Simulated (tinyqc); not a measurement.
Domain walls in a thin film with perpendicular anisotropy: Bloch, Neel and chiral walls, motion and stripe domains: one step, computed by the program tinyqc. Command: `OMP_NUM_THREADS=1 python tinyqc.py 3007282 3007283 out.jsonl mwall walk`. One thread of a shared host (Intel(R) Xeon(R) Processor @ 2.30GHz), about 0.01 s of CPU time with the checks.

One-dimensional wall: polar angle theta(x), azimuth phi of the moment in the wall (phi = 0 Neel, 90 degrees Bloch). mu_0 = 1.25663706212e-6 T m/A, gamma = 1.76085963023e11 rad/(s T).

Problem. Stripe domains. Dipolar length l = sigma/(mu_0 M_s^2); for t much smaller than the period the domain width is w = 0.955 t exp(pi l/t) (Kaplan and Gehring), given as log10 of w in nm.

Inputs (values chosen for the exercise, for a model film): saturation magnetisation M_s = 1160 kA/m; thickness t = 1.6 nm.

wall energy sigma = 7.020448 mJ/m^2

Give: dipolar length l; log10 of the domain width in nm.

Solution.

dipolar length l = 4.152 nm

log10 of the domain width in nm = 3.725

Equilibrium domains are about 5300 nm wide.
